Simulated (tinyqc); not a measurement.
# Fermi-level pinning at a metal contact (Cowley-Sze model): two studies

Interface states of density Ds lie behind a thin layer of thickness dl. Neglecting the depletion charge, the barrier for electrons is phi = S (pM - chi) + (1 - S) E0 with S = 1/(1 + q Ds dl/(eps0 ei)); the barrier for holes is Eg - phi.

Inputs (values chosen for the exercise); material values close to those of gallium nitride: band gap Eg = 3.44 eV; electron affinity chi = 4.07 eV; density of interface states Ds = 1.9e13 cm^-2 eV^-1; depth of their neutrality level below the conduction edge E0 = 1.23 eV; thickness of the interface layer dl = 0.43 nm; its relative permittivity ei = 3.2; metal work function pM = 4.53 eV.

Constants: q = 1.602176634e-19 C, eps0 = 8.8541878128e-14 F/cm where lengths are in cm. Results are converted to the units shown.

Each table varies one quantity; the others keep the values above.

## Barrier against work function

phi is listed beside the Schottky-Mott value pM - chi.

Barrier against work function:
```
pM (eV)  pM - chi (eV)   phi (eV)
3.4           -0.67000  -0.069597
3.7           -0.37000    0.13560
4            -0.070000    0.34080
4.3            0.23000    0.54600
4.6            0.53000    0.75120
4.9            0.83000    0.95640
5.2             1.1300     1.1616
5.5             1.4300     1.3668
5.8             1.7300     1.5720
```

What does the table show?

phi rises with slope S = 0.684, by 1.64 eV over 2.40 eV of work function, and equals the Schottky-Mott value at pM = chi + E0 = 5.30 eV. For pM = 3.4 phi lies outside the gap, where band states take over and the formula no longer holds.

## Unpinning by a thin insulator

Same model as above.

An inserted insulator of thickness t and permittivity 6.1 damps the metal-induced states, Ds(t) = Ds exp(-t/0.45 nm), and adds t/6.1 to dl/ei.

Results:
```
t (nm)  Ds(t) (cm^-2 eV^-1)        S  phi (eV)
0                 1.9000e13  0.68400   0.70332
0.3               9.7549e12  0.75528   0.64843
0.6               5.0083e12  0.82582   0.59412
0.9               2.5714e12  0.88404   0.54929
1.2               1.3202e12  0.92670   0.51644
1.8               3.4800e11  0.97367   0.48027
2.1               1.7867e11  0.98476   0.47173
2.4               9.1731e10  0.99131   0.46669
```

Estimate the missing row, t = 1.5 nm.

Computed row:
```
t (nm)  Ds(t) (cm^-2 eV^-1)        S  phi (eV)
1.5               6.7781e11  0.95544   0.49431
```

With this row back in the table: S rises from 0.684 to 0.991, and phi falls from 0.703 to 0.467 eV, towards pM - chi = 0.460 eV. The insulator also adds a tunnelling resistance, which is not counted here and sets a best thickness.

tinyqc, about 0.01 s, one thread, Intel Xeon 2.30GHz (shared host): `OMP_NUM_THREADS=1 python tinyqc.py 2430047 2430048 out.jsonl`
